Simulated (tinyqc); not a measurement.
# MOSFET in the linear regime without short-channel effects, parameter extraction from computed curves: extraction methods against the first mobility attenuation factor

Inversion charge Q = Cox n Vt W0(exp((Vg - VT)/(n Vt))), W0 the Lambert function and n = nf; u = Q/Cox; mobility mu = mu0/(1 + th1 u + th2 u^2); channel resistance Rch = (L - dL)/(W mu Q); Id = Vd/(Rch + Rsd/W). Cox = eps0 eox/tox. Small Vd, no channel-length or drain effects.

From the continuous curve Id(Vg): tangent at peak gm (V_ext = Vg - Id/gm); constant current Id = 0.1 uA W/L; peak of d2Id/dVg2; Y = Id/sqrt(gm) drawn through Vg = VT + 0.6 and VT + 0.8 V, with intercept VT_Y and slope s. Mobilities gm,max L/(W Cox Vd) and s^2 L/(W Cox Vd) with the drawn L. Last column: share of Rsd/W in the total resistance at VT + 0.8 V.

Parameters, values chosen for the exercise; channel values of the order met in silicon transistors:
- T = 400 K (temperature)
- eox = 3.9 (relative permittivity of the gate insulator (close to silicon dioxide))
- tox = 1.9 nm (insulator thickness)
- mu0 = 400 cm^2/(V s) (low-field mobility)
- th2 = 0 1/V^2 (second mobility attenuation factor)
- VT = 0.62 V (threshold voltage)
- nf = 1.31 (body factor)
- W = 1 um (gate width)
- L = 0.23 um (drawn gate length)
- dL = 0.005 um (drawn less effective length)
- Rsd = 110 ohm um (source plus drain resistance)
- Vd = 0.01 V (drain voltage)

Constants: q = 1.602176634e-19 C, kB = 1.380649e-23 J/K, Vt = kB T/q, eps0 = 8.8541878128e-14 F/cm where lengths are in cm. Results are converted to the units shown.

Result of one run:

| th1 (1/V) | V_ext (V) | constant current (V) | second derivative (V) | VT_Y (V) | mobility from gm (cm^2/(V s)) | mobility from Y (cm^2/(V s)) | series share (%) |
|---|---|---|---|---|---|---|---|
| 1.2 | 0.589 | 0.580 | 0.596 | 0.666 | 211 | 352 | 11.7 |

What becomes of these results when the first mobility attenuation factor th1 is changed from 1.2 to 0.4 1/V, all else the same?

Result of the changed run:

| th1 (1/V) | V_ext (V) | constant current (V) | second derivative (V) | VT_Y (V) | mobility from gm (cm^2/(V s)) | mobility from Y (cm^2/(V s)) | series share (%) |
|---|---|---|---|---|---|---|---|
| 0.4 | 0.607 | 0.579 | 0.603 | 0.666 | 254 | 352 | 15.9 |

The whole series:

| th1 (1/V) | V_ext (V) | constant current (V) | second derivative (V) | VT_Y (V) | mobility from gm (cm^2/(V s)) | mobility from Y (cm^2/(V s)) | series share (%) |
|---|---|---|---|---|---|---|---|
| 0 | 0.626 | 0.579 | 0.607 | 0.666 | 292 | 352 | 19.4 |
| 0.2 | 0.615 | 0.579 | 0.605 | 0.666 | 270 | 352 | 17.5 |
| 0.4 | 0.607 | 0.579 | 0.603 | 0.666 | 254 | 352 | 15.9 |
| 0.6 | 0.601 | 0.580 | 0.601 | 0.666 | 241 | 352 | 14.6 |
| 0.8 | 0.596 | 0.580 | 0.599 | 0.666 | 229 | 352 | 13.5 |
| 1 | 0.592 | 0.580 | 0.597 | 0.666 | 220 | 352 | 12.6 |
| 1.2 | 0.589 | 0.580 | 0.596 | 0.666 | 211 | 352 | 11.7 |

The model has VT = 0.62 V and mu0 = 400 cm^2/(V s). Over the table the extracted thresholds move by 37 mV (tangent), 0.96 mV (constant current), 12 mV (second derivative), under 0.5 mV (Y function). The mobility from gm falls from 292 to 211 and that from Y stays near 352 cm^2/(V s).

Program tinyqc, `OMP_NUM_THREADS=1 python tinyqc.py 2210120 2210121 out.jsonl`; Intel Xeon 2.30GHz, shared host, one thread, about 0.01 s.
